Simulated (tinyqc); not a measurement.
Six-transistor SRAM cell, nodal equations and margins: one step of the calculation.

Two cross-coupled inverters (pull-down bn, pull-up bp) hold the nodes Q and QB; access transistors (ba, threshold VTn, gate on the word line at Vdd when selected) join them to the bit lines. Transistor (EKV form, voltages against the body): I = 2 n b Vt^2 [F(vp - Vs) - F(vp - Vd)] from drain to source, F(v) = ln^2(1 + exp(v/(2 Vt))), vp = (Vg - VT + sg |Vd - Vs|)/n. n-channel bodies are at 0; for the p-channel device all voltages are counted down from Vdd. b in uA/V^2 gives I in uA. For an access transistor the bit line is the drain and the node the source. In a read both bit lines are at Vdd. The cell is symmetric (no mismatch).

Problem. Read current and disturbance. Iread = Ia(bit line at Vdd, source Q); cell ratio bn/ba; time to pull a bit line of 20 fF down by 0.1 V at that current.

Inputs (values chosen for the exercise):
- T = 300 K (temperature)
- Vdd = 0.8 V (supply voltage)
- n = 1.16 (slope factor)
- sg = 0.066 (drain-induced barrier lowering)
- VTn = 0.41 V (n-channel threshold)
- bn = 210 uA/V^2 (gain factor of the pull-down transistor)
- ba = 84 uA/V^2 (gain factor of the access transistor)

Constants: q = 1.602176634e-19 C, kB = 1.380649e-23 J/K, Vt = kB T/q. Results are converted to the units shown.

(Q, QB) (V): Q 0.064210200, QB 0.79999961

Give: Iread; cell ratio; time.

Solution.

Iread = 4.803 uA
cell ratio = 2.500
time = 416.4 ps

Computed by the program tinyqc: `OMP_NUM_THREADS=1 python tinyqc.py 2340148 2340149 out.jsonl`, one thread of a shared Intel Xeon 2.30GHz, about 0.2 s for the whole run.
